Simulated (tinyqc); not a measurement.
Trap in a gate oxide as a short-range spherical well: sweeps and comparisons. A value that a table varies takes the place of the one given here.

A spherical well of radius R and depth V0 below the conduction edge, one mass m, c = hbar^2/2m0. The s level at binding Et solves k cot(k R) = -kappa with k = sqrt(m (V0 - Et)/c), kappa = sqrt(m Et/c); it exists for V0 > Vc = c (pi/2R)^2/m. Outside, psi falls as exp(-kappa r)/r.

Lucovsky model (delta well, plane-wave final states, no local-field factor): sigma = (32 pi alpha c/(3 n_r m Et)) (x - 1)^(3/2)/x^3, x = h nu/Et, c = hbar^2/2m0; 1 angstrom^2 = 1e-16 cm^2.

Energies from the conduction edge of the channel. The trap level at depth x is E_T = dEc - Et - e Fox x (1 MV/cm = 0.01 eV/angstrom). An electron at the channel edge tunnels with the WKB exponent S = (4/3) sqrt(m/c) [dEc^(3/2) - (dEc - e Fox x)^(3/2)]/(e Fox), c = hbar^2/2m0; tau = t0 exp(S); the occupation is f = 1/(1 + exp((E_T - EF)/kB T)), tau_c = tau/f and tau_e = tau/(1 - f). Lattice relaxation is left out; a level below the channel edge needs phonons as well, so tau is then a lower bound, while a level above it can also empty elastically at its own energy, through a thinner barrier, faster than this tau.

Constants: hbar^2/2m0 = 3.80998211 eV angstrom^2; fine-structure constant alpha = 0.007297352564; kB = 8.617333262e-05 eV/K.

Values chosen for the exercise (near those of SiO2 on 4H SiC; not measured data): R = 3 angstrom (radius of the well); m = 0.453 m0 (mass); fV = (1.05, 1.14, 1.28, 1.47, 2.42, 3.38, 5.2) (V0/Vc); n_r = 1.44 (refractive index); xs = (1.11, 1.26, 1.55, 1.81, 2.34, 2.78, 4.71, 8.45) (photon energies h nu/Et); dEc = 2.63 eV (conduction offset to the channel); Fox = 4.7 MV/cm (oxide field, lowering levels away from the channel); t0 = 9.8 x 1e-11 s (time constant at the interface); T = 300 K (temperature); EF = -0.1 eV (Fermi level above the channel edge); ds = (3, 6, 9, 12, 15, 18) angstrom (depths); V0 = 7.07 eV (depth of the well); x = 6 angstrom (depth of the trap).

## From threshold to a deep level

Et against the depth at fixed R; near threshold Et = (pi^2/16)(V0 - Vc)^2/Vc.

Results:

| V0/Vc | V0 (eV) | Et (eV) | threshold form (eV) | 1/kappa (angstrom) | share outside |
|---|---|---|---|---|---|
| 1.05 | 2.421 | 0.003430 | 0.003556 | 49.5 | 0.942 |
| 1.14 | 2.629 | 0.02530 | 0.02788 | 18.2 | 0.850 |
| 1.28 | 2.951 | 0.09275 | 0.1115 | 9.5 | 0.737 |
| 1.47 | 3.390 | 0.2350 | 0.3142 | 6.0 | 0.620 |
| 2.42 | 5.580 | 1.442 | 2.868 | 2.4 | 0.331 |
| 3.38 | 7.794 | 3.067 | 8.057 | 1.7 | 0.216 |
| 5.20 | 11.990 | 6.583 | 25.09 | 1.1 | 0.123 |

The threshold form holds to 10 % up to V0/Vc = 1.05 of those listed. There the state is mostly outside the well (94 % in the first row) and knows only Et, which is why a delta-well model works; more than half is inside from V0/Vc = 2.42 on. A second s level would need V0/Vc > 9.

## Neutral against charged centre

Et = 2.50968 eV

Lucovsky cross-section, its shape relative to the peak, and the shape of a hydrogen-like centre relative to threshold: x^-4 exp(4 - 4 atan(e)/e)/(1 - exp(-2 pi/e)), e = sqrt(x - 1).

Results:

| x | h nu (eV) | sigma (1e-18 cm^2) | relative to peak | hydrogen-like |
|---|---|---|---|---|
| 1.11 | 2.786 | 1.52 | 0.213 | 0.756 |
| 1.26 | 3.162 | 3.77 | 0.530 | 0.536 |
| 1.55 | 3.890 | 6.23 | 0.876 | 0.303 |
| 1.81 | 4.543 | 7.00 | 0.984 | 0.196 |
| 2.34 | 5.873 | 6.89 | 0.968 | 0.094 |
| 2.78 | 6.977 | 6.29 | 0.884 | 0.057 |
| 4.71 | 11.821 | 3.89 | 0.547 | 0.012 |
| 8.45 | 21.207 | 1.92 | 0.270 | 0.002 |

The short-range centre starts from zero, reaches half its peak at x = 1.24 and peaks at x = 2; in the last row it still has 27 % of the peak. The Coulomb centre is largest at threshold and is down to 0.2 % there. Reading the peak as the threshold would misplace the level by a factor 2, here 2.51 eV. Rows above the gap, about 9 eV, are hidden by band-to-band absorption.

## Depth of the trap

Each depth has its own level and time; the corner frequency is 1/(2 pi tau).

Results:

| x (angstrom) | E_T (eV) | S | tau (s) | corner (Hz) | f |
|---|---|---|---|---|---|
| 3 | -0.021 | 3.31 | 2.7e-09 | 5.9e+07 | 0.044 |
| 6 | -0.162 | 6.53 | 6.7e-08 | 2.4e+06 | 0.916 |
| 9 | -0.303 | 9.65 | 1.5e-06 | 1.0e+05 | 1.000 |
| 12 | -0.444 | 12.67 | 3.1e-05 | 5.1e+03 | 1.000 |
| 15 | -0.585 | 15.60 | 0.00058 | 2.7e+02 | 1.000 |
| 18 | -0.726 | 18.41 | 0.0097 | 16 | 1.000 |

tau spans 6.6 decades, one decade for each 2.15 angstrom at the start and 2.45 at the end, where the field has thinned the barrier. Traps spread evenly in depth are thus spread nearly evenly in ln tau; if levels near EF exist at every depth, this sums to 1/f noise and to charging that grows as ln t. With the single Et of this table only depths where f is neither 0 nor 1 contribute. The level crosses EF between 3 and 6 angstrom.

## What each parameter does

Et from the well, then the level and the time. Each row changes one parameter from the base and keeps the others.

Results:

| case | Et (eV) | E_T (eV) | log10 tau (s) | ln(tau_c/tau_e) |
|---|---|---|---|---|
| base | 2.510 | -0.162 | -7.17 | -2.4 |
| x = 8 angstrom | 2.510 | -0.256 | -6.27 | -6.0 |
| Fox = 5.7 MV/cm | 2.510 | -0.222 | -7.19 | -4.7 |
| dEc = 2.42 eV | 2.510 | -0.372 | -7.30 | -10.5 |
| m = 0.498 m0 | 2.775 | -0.427 | -7.04 | -12.6 |
| V0 = 7.42 eV | 2.777 | -0.429 | -7.17 | -12.7 |
| T = 350 K | 2.510 | -0.162 | -7.17 | -2.0 |
| EF = -0.05 eV | 2.510 | -0.162 | -7.17 | -4.3 |

The largest shifts from the base row, up to three for each result and ties (the steps differ in size, so this ranks the rows, not the parameters). Et (eV): V0 +0.267, m +0.265; unchanged at the printed digits by x, Fox, dEc, T and EF. E_T (eV): V0 -0.267, m -0.265, dEc -0.210; unchanged at the printed digits by T and EF. log10 tau (s): x +0.91, m +0.14, dEc -0.12; unchanged at the printed digits by V0, T and EF. ln(tau_c/tau_e): V0 -10.3, m -10.3, dEc -8.1.

Program tinyqc; command `OMP_NUM_THREADS=1 python tinyqc.py 1282086 1282087 out.jsonl`; about 0.01 s on one thread of a shared Intel(R) Xeon(R) Processor @ 2.30GHz.
